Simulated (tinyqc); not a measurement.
Leakage through a gate insulator: direct, Fowler-Nordheim, trap-assisted and Poole-Frenkel currents: one step, computed by the program tinyqc.

Electrons enter from the cathode Fermi level at x = 0; the conduction band of the insulator lies phi_b - e F x above it, F = V/t. WKB exponents use a parabolic band with mass m.

Problem. One trap at several depths. For a level a distance phi(x) below the band, the WKB exponent is 2 int kappa dx with kappa = sqrt(m phi/(hbar^2/2m_0)); for a linear barrier from phi_1 down to phi_2 = max(phi_1 - e F d, 0) it is G = (4/3) sqrt(m/(hbar^2/2m_0)) (phi_1^(3/2) - phi_2^(3/2))/(e F). A trap at depth x lies phi_t below the band. Capture: tunnel at the cathode Fermi level from 0 to x (G_in from phi_1 = phi_b), rate nu_0 exp(-G_in - E_c/k_B T) with E_c = E_a + max(phi_b - phi_t - e F x, 0), the last term being the height of the trap above the cathode Fermi level. Emission: tunnel from the trap level to the anode (G_out from phi_1 = phi_t over t - x), rate nu_0 exp(-G_out - E_a/k_B T). Re-emission to the cathode follows from detailed balance, rate_back = rate_in exp(dE/k_B T) with dE = phi_b - phi_t - e F x. Each trap passes R = rate_in rate_out/(rate_in + rate_back + rate_out) electrons per second; filling from the anode is left out. Depths: t times 0.08, 0.2, 0.32, 0.44, 0.56, 0.68, 0.8 and 0.92, rounded to 0.01 nm.

Inputs (values chosen for the exercise, with an insulator like HfO2):

| quantity | value | unit |
|---|---|---|
| thickness t | 5.2 | nm |
| barrier phi_b | 1.48 | eV |
| tunnelling mass m | 0.19 | m_0 |
| voltage across the insulator V | 2 | V |
| trap depth phi_t | 0.98 | eV |
| attempt rate nu_0 | 2e+13 | 1/s |
| activation of capture E_a | 0.097 | eV |
| temperature T | 250 | K |

Constants: k_B = 8.617333262e-05 eV/K; hbar^2/(2 m_0) = 3.80998212 eV angstrom^2.

Give: Rates.

Solution.

Rates:

| x (nm) | G_in | G_out | E_c (eV) | rate in (1/s) | rate back (1/s) | rate out (1/s) | R (1/s) |
|---|---|---|---|---|---|---|---|
| 0.42 | 2.219 | 7.5105 | 0.43546 | 3.6223e+03 | 2.4103e+10 | 1.2130e+08 | 1.8138e+01 |
| 1.04 | 5.250 | 7.5105 | 0.19700 | 1.1214e+07 | 1.1632e+09 | 1.2130e+08 | 1.0497e+06 |
| 1.66 | 7.962 | 7.5105 | 0.09700 | 7.7204e+07 | 1.2485e+05 | 1.2130e+08 | 4.7147e+07 |
| 2.29 | 10.348 | 7.5105 | 0.09700 | 7.1071e+06 | 1.4987e-01 | 1.2130e+08 | 6.7137e+06 |
| 2.91 | 12.261 | 7.2685 | 0.09700 | 1.0487e+06 | 3.4477e-07 | 1.5450e+08 | 1.0417e+06 |
| 3.54 | 13.623 | 5.9653 | 0.09700 | 2.6866e+05 | 1.1517e-12 | 5.6875e+08 | 2.6854e+05 |
| 4.16 | 13.939 | 4.0909 | 0.09700 | 1.9594e+05 | 1.3095e-17 | 3.7063e+09 | 1.9593e+05 |
| 4.78 | 13.939 | 1.7782 | 0.09700 | 1.9594e+05 | 2.0414e-22 | 3.7439e+10 | 1.9594e+05 |

The most effective of these traps sits at 1.66 nm, 32 % of the way; where rate back exceeds rate out, re-emission drains the trap, and elsewhere the slower forward step limits R; the best depth is near where rate in and rate out cross.
